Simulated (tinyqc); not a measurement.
# Interdiffusion of a quantum well during annealing: blurred potential and shift of the confined levels, step by step

A worked calculation. Computed by tinyqc, a small Python program that keeps every step. Command: `OMP_NUM_THREADS=1 python tinyqc.py 3006736 3006737 out.jsonl qwi walk`. One thread of a shared host (Intel(R) Xeon(R) Processor @ 2.30GHz), about 0.06 s of CPU time with the checks. Intermediate numbers are printed to about 7 digits and carried at full precision; extremes and crossings named in words are read from the listed rows.

A square well of width w is blurred by Fick diffusion with a constant coefficient; band offsets are linear in composition, masses are uniform, and strain and excitons are ignored.

Inputs (values chosen for the exercise, modelled on SiGe in silicon (holes and electrons as a model)):
```
quantity               value    unit
well width w              12      nm
electron mass m_e      0.185     m_0
hole mass m_h          0.291     m_0
conduction offset V_c  0.028      eV
valence offset V_v      0.21      eV
prefactor D0             200  cm^2/s
activation energy E     4.01      eV
anneal temperature T     850       C
anneal time t            290       s
```

Constants: k_B = 8.617333262e-05 eV/K; hbar^2/(2 m_0) = 3.80998212 eV angstrom^2.

## Diffusion length

D = D0 exp(-E/(k_B T)); L = sqrt(D t); share of well material at the centre erf(w/(4L)); 1 nm = 1e-7 cm. Temperatures in kelvin are T(C) + 273.15.

diffusivity D = 2.029697e-16 cm^2/s

diffusion length L = 2.426133 nm

ratio L/w = 0.2021777

share at the centre = 0.9196615

## Levels before the anneal

Square well, ground state: take the lowest root of k tan(k w/2) = kappa, k^2 = E/c, kappa^2 = (V - E)/c, c = hbar^2/(2m) with hbar^2/(2 m_0) in eV angstrom^2.

electron level before the anneal = 6.517195 meV

hole level before the anneal = 6.998618 meV

Caution: the well mass is used in the barriers too; a heavier barrier mass would lower these levels.

## Levels after the anneal

With L = sqrt(D t) and the share at the centre erf(w/(4L)). After the anneal: V(z) = V {1 - (1/2)[erf((w/2 - z)/(2L)) + erf((w/2 + z)/(2L))]}, energies counted from the original well bottom. Finite differences on 3000 points over |z| < w/2 + 6L + 25 nm; shifts are taken against the same grid with cell-averaged square steps. Rise of the bottom = V (1 - share at the centre). Overlap = |<electron|hole>|^2.

shift of the electron level = 3.76 meV

shift of the hole level = 28.536 meV

blue shift of the transition = 32.296 meV

rise of the gap at the centre = 19.12055 meV

overlap = 0.8049

The centre has taken up barrier material, which carries much of the shift.

## Shift against diffusion length

First-order estimate for small L: the shift is 2 L^2 V |d(psi^2)/dz| at an edge, with psi the normalised square-well state: psi^2 = cos^2(k z)/(w/2 + 1/kappa) inside, so |d(psi^2)/dz| = k sin(k w)/(w/2 + 1/kappa).

Shifts (meV):
```
L/w   L (nm)  share at the centre  electron     hole      sum  first-order sum
0.02    0.24                    1     0.051    0.256    0.307        0.3484519
0.04    0.48                    1     0.194    0.936     1.13         1.393808
0.07    0.84            0.9999996     0.562    2.724    3.286         4.268536
0.1      1.2            0.9995930     1.092    5.691    6.783         8.711297
0.15     1.8            0.9815779     2.277   14.427   16.705         19.60042
0.2      2.4            0.9229001     3.696   27.882   31.578         34.84519
0.3      3.6            0.7614072     6.536   58.366   64.902         78.40168
0.45     5.4            0.5679416     9.818   93.815  103.634         176.4038
0.7      8.4            0.3864947    13.101  127.555  140.656         426.8536
1         12            0.2763264    15.245  148.446  163.691         871.1297
```

The sum grows as L^1.88 between the first rows (L^2, linear in time, in first order) and as L^0.43 between the last, as it bends towards the limit V_c + V_v less the original levels, 224.5 meV. The first-order form is off by +14 % in the first row and +28 % at L/w = 0.1; it needs L well below the decay length 1/kappa. At L/w = 0.2 the hole level has moved by the larger share of its offset (13.3 % for the hole, 13.2 % for the electron).

Checks made by the program: finite differences against the square-well equation (relative difference 4e-05).
